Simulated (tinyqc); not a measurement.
# Thin-body transistor below threshold, two-dimensional Poisson equation on a small mesh: what changes with what

A thin body on a thick buried insulator of low permittivity, taken as carrying no normal field at the bottom of the body (row 0). Mobile charge is neglected (subthreshold), the body is fully depleted, and potentials are counted from the intrinsic level; rows run upward to the gate, columns from source to drain.

Values chosen for this exercise; semiconductor permittivity made up: temperature T = 400 K; relative permittivity of the semiconductor eps_r = 13; relative permittivity of the insulator eox = 9; body thickness tb = 6 nm; insulator thickness tox = 2.1 nm; channel length L = 42 nm; acceptor density of the depleted body Na = 2.2e18 cm^-3; potential of the source Vbi = 0.58 V; gate offset Vfb = -0.01 V; gate voltage Vg = 0.1 V; drain voltage Vd = 0.05 V.

Constants: q = 1.602176634e-19 C, kB = 1.380649e-23 J/K, Vt = kB T/q, eps0 = 8.8541878128e-14 F/cm where lengths are in cm. Results are converted to the units shown.

Each table varies one quantity; the others keep the values above.

## Effect of the body thickness

Mesh: rows i = 0..12 in the semiconductor (step hs = tb/12, row 12 on the interface), then 8 step(s) ho = tox/8 up to the gate row 20; columns j = 0..80 (step hy = L/80). Box integration, divided by eps0: up_i = eps hy/h of the interval above row i, dn_i = that of the interval below (0 for row 0), lat_i = (sum of eps h/2 over the intervals above and below)/hy, s_i = -q Na w_i hy/eps0 with w_i the semiconductor height of the box (hs/2 for row 0 and the interface row, hs between, 0 in the insulator). Each free node obeys (up + dn + 2 lat) psi = up psi(above) + dn psi(below) + lat [psi(left) + psi(right)] + s. Fixed values: gate row Vg - Vfb; column 0 at Vbi and the last column at Vbi + Vd in the semiconductor, each running linearly to Vg - Vfb across the insulator. The system is solved directly. On row 0 the minimum of psi and its place come from a parabola through the three lowest nodes; barrier = Vbi - minimum, swing = Vt ln 10/(d psi/dVg), DIBL = (d psi/dVd)/(d psi/dVg) there. Lambda = pi/k with k the smallest positive root of tan(k tox) tan(k tb) = eox/eps_r.

Effect of the body thickness:
```
tb (nm)  L/Lambda  barrier (V)  place y/L  swing (mV/decade)  DIBL (mV/V)
2.4         4.126       0.4993     0.4963              79.64        1.653
3.2         3.520       0.5105     0.4958              80.10        4.392
4.2         2.988       0.5242     0.4952              81.11        10.48
5.5         2.505       0.5405     0.4945              83.25        23.40
7.3         2.053       0.5598     0.4937              87.83        51.13
9.6         1.672       0.5790     0.4930              96.43        103.5
```

What does the table show?

As tb goes from 2.4 to 9.6 nm, the barrier rises from 0.499 to 0.579 V, the swing rises from 79.6 to 96.4 mV a decade and DIBL rises from 1.65 to 103 mV/V; the ideal swing is 79.4. L/Lambda goes from 4.1 to 1.7. For tb = 2.4 to 4.2 nm the body is under 5 nm thick, where quantum confinement matters.

## Effect of the relative permittivity of the insulator

Same model as above.

Result of one run:
```
eox  L/Lambda  barrier (V)  place y/L  swing (mV/decade)  DIBL (mV/V)
30      3.013       0.5290     0.4952              81.27        11.42
```

What becomes of these results when the relative permittivity of the insulator eox is changed from 30 to 8.8, all else the same?

Result of the changed run:
```
eox  L/Lambda  barrier (V)  place y/L  swing (mV/decade)  DIBL (mV/V)
8.8     2.345       0.5467     0.4942              84.45        30.63
```

The whole series:
```
eox  L/Lambda  barrier (V)  place y/L  swing (mV/decade)  DIBL (mV/V)
3.9     1.791       0.5659     0.4932              91.55        73.79
5.9     2.074       0.5555     0.4938              87.08        46.61
8.8     2.345       0.5467     0.4942              84.45        30.63
13      2.593       0.5395     0.4946              82.88        21.13
20      2.831       0.5333     0.4950              81.84        14.88
30      3.013       0.5290     0.4952              81.27        11.42
```

As eox goes from 3.9 to 30, the barrier falls from 0.566 to 0.529 V, the swing falls from 91.5 to 81.3 mV a decade and DIBL falls from 73.8 to 11.4 mV/V; the ideal swing is 79.4. L/Lambda goes from 1.8 to 3.0.

## Effect of the drain voltage

Same model as above.

Result of one run:
```
Vd (V)  L/Lambda  barrier (V)  place y/L  swing (mV/decade)  DIBL (mV/V)
0.65       2.360       0.5322     0.4482              84.72        21.37
```

What becomes of these results when the drain voltage Vd is changed from 0.65 to 0.85 V, all else the same?

Result of the changed run:
```
Vd (V)  L/Lambda  barrier (V)  place y/L  swing (mV/decade)  DIBL (mV/V)
0.85       2.360       0.5284     0.4379              84.90        19.83
```

The whole series:
```
Vd (V)  L/Lambda  barrier (V)  place y/L  swing (mV/decade)  DIBL (mV/V)
0.05       2.360       0.5463     0.4943              84.33        29.94
0.25       2.360       0.5410     0.4752              84.42        26.02
0.45       2.360       0.5364     0.4603              84.56        23.34
0.65       2.360       0.5322     0.4482              84.72        21.37
0.85       2.360       0.5284     0.4379              84.90        19.83
1.05       2.360       0.5248     0.4289              85.08        18.60
```

As Vd goes from 0.05 to 1.05 V, the barrier falls from 0.546 to 0.525 V, the swing rises from 84.3 to 85.1 mV a decade and DIBL falls from 29.9 to 18.6 mV/V; the ideal swing is 79.4. The barrier top moves from y/L = 0.494 to 0.429, towards the source.

Computed by the program tinyqc: `OMP_NUM_THREADS=1 python tinyqc.py 2480089 2480090 out.jsonl`, one thread of a shared Intel Xeon 2.30GHz, about 0.09 s for the whole run.
